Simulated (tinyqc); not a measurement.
Worked calculation: critical temperature from a phonon spectrum: McMillan, Allen-Dynes and the linearised Eliashberg equation. Computed by tinyqc, a small Python program that keeps every step. Command: `OMP_NUM_THREADS=1 python tinyqc.py 3010555 3010556 out.jsonl eliashberg walk`. One thread of a shared host (Intel(R) Xeon(R) Processor @ 2.30GHz), about 0.02 s of CPU time with the checks. Intermediate numbers are printed to about 6 digits and carried at full precision; extremes and crossings named in words are read from the listed rows.

alpha^2 F(omega) = sum_i (lambda_i omega_i/2) delta(omega - omega_i), so that lambda = 2 int alpha^2 F/omega d omega = sum_i lambda_i.

Inputs (values chosen for the exercise, for a model metal):
```
quantity,value,unit
peak energy omega_1,4.56,meV
coupling lambda_1,0.251,-
peak energy omega_2,12.6,meV
coupling lambda_2,0.136,-
peak energy omega_3,17.5,meV
coupling lambda_3,0.235,-
Coulomb pseudopotential mu*,0.1,-
trial temperature,2.48,K
Matsubara points N in the small matrix,5,-
```

Peaks in alpha^2 F: three.

Constants: k_B = 8.617333262e-05 eV/K.

## Moments of the spectrum

omega_log = exp(sum lambda_i ln omega_i / lambda); omega_rms = sqrt(sum lambda_i omega_i^2 / lambda).

lambda = 0.622

omega_log = 9.46561 meV

omega_rms = 12.6020 meV

## McMillan and Allen-Dynes

McMillan form: k_B T_c = (omega_log/1.2) exp[-1.04 (1 + lambda)/(lambda - mu* (1 + 0.62 lambda))]. Allen-Dynes multiplies it by f1 f2: f1 = [1 + (lambda/L1)^(3/2)]^(1/3), L1 = 2.46 (1 + 3.8 mu*); f2 = 1 + (omega_rms/omega_log - 1) lambda^2/(lambda^2 + L2^2), L2 = 1.82 (1 + 6.3 mu*) omega_rms/omega_log.

T_c, McMillan form = 2.79375 K

f1 = 1.02549

f2 = 1.00802

T_c, Allen-Dynes = 2.88792 K

The two corrections raise T_c by 3.4 %.

## The small kernel at the trial temperature

Linearised Eliashberg equation at omega_n = (2n + 1) pi k_B T, n = 0..N-1: lambda(j) = sum_i lambda_i omega_i^2/(omega_i^2 + (2 pi j k_B T)^2); K_mn = lambda(m - n) + lambda(m + n + 1) - 2 mu*(N) - delta_mn [2m + 1 + lambda(0) + 2 sum_(j=1..m) lambda(j)], with 1/mu*(N) = 1/mu* + ln(omega_rms/omega_N), omega_N = (2N + 1) pi k_B T. T_c is where the largest eigenvalue rho of K is zero.

lambda(j), j = 0, 1, ...: [0.622000, 0.599069, 0.546044, 0.487541, 0.434991, 0.390008, 0.351333, 0.317579, 0.287764, 0.261237]

mu*(N) = 0.0949274

K, lower triangle (symmetric):
```
,1,2,3,4,5
1,-0.5908
2,0.9553,-3.9005
3,0.8437,0.8442,-7.0901
4,0.7327,0.7462,0.7605,-10.1376
5,0.6351,0.6490,0.6738,0.6970,-13.0639
```

## Largest eigenvalue of the small kernel

K is the kernel of the linearised Eliashberg equation on the Matsubara points omega_n = (2n + 1) pi k_B T; T_c is where its largest eigenvalue rho is zero. Diagonalise K; at rho = 0 the eigenvector c is the gap function Delta_n/omega_n up to a factor; away from it Delta_n/Delta_0 = (2n + 1) c_n/c_0 is only an estimate.

largest eigenvalue rho = -0.00273246

Delta_n/Delta_0: [1.00000, 0.95573, 0.88429, 0.80151, 0.71723]

rho < 0: in this small matrix the trial temperature lies above T_c.

## Critical temperature from the full kernel

N is the smallest integer at or above 8 omega_max/(2 pi k_B T_AD), omega_max the highest peak and T_AD the Allen-Dynes value.

N used = 90

T_c, Eliashberg = 2.52051 K

k_B T_c/omega_log = 0.0229463

Allen-Dynes/Eliashberg = 1.14577

McMillan/Eliashberg = 1.10840

## Scaling the whole coupling

All lambda_i are multiplied by s. The last column is the large-lambda limit for mu* = 0, k_B T_c = 0.1827 omega_rms sqrt(lambda).

T_c (K):
```
s,lambda,McMillan,Allen-Dynes,Eliashberg,large-lambda limit
1.0,0.6220,2.7937,2.8879,2.5205,21.0717
1.3,0.8086,5.2603,5.5294,5.0039,24.0254
1.7,1.0574,8.3107,8.9611,8.4017,27.4741
2.3,1.4306,11.9567,13.4585,13.2072,31.9567
3.2,1.9904,15.7475,19.0153,19.6087,37.6941
```

McMillan/Eliashberg runs from 1.11 at lambda = 0.62 to 0.80 at 1.99: the exponential form levels off at large lambda, while the true T_c keeps rising (exponent 1.20 between the last rows, tending to 1/2). Allen-Dynes stays within about 15 % over the table. The last row reaches 52 % of the mu* = 0 limit; with mu* above zero T_c stays below that line at any lambda.

## Isotope exponent

T_c ~ M^(-a). All omega_i scale as M^(-1/2) at fixed lambda, but mu* = mu/(1 + mu ln(E_F/omega)) changes: d mu*/d ln omega = mu*^2. In the McMillan form a = (1/2) [1 - 1.04 (1 + lambda)(1 + 0.62 lambda) mu*^2/(lambda - mu* (1 + 0.62 lambda))^2].

isotope exponent a = 0.449993

The Coulomb term lowers the exponent below 1/2: lighter ions raise the prefactor but also mu*.

Checks made by the program: one-point kernel at mu* = 0: rho = lambda(1) - 1 (relative difference below 1e-10); T_c against the Allen-Dynes fit (relative difference 1e-01).
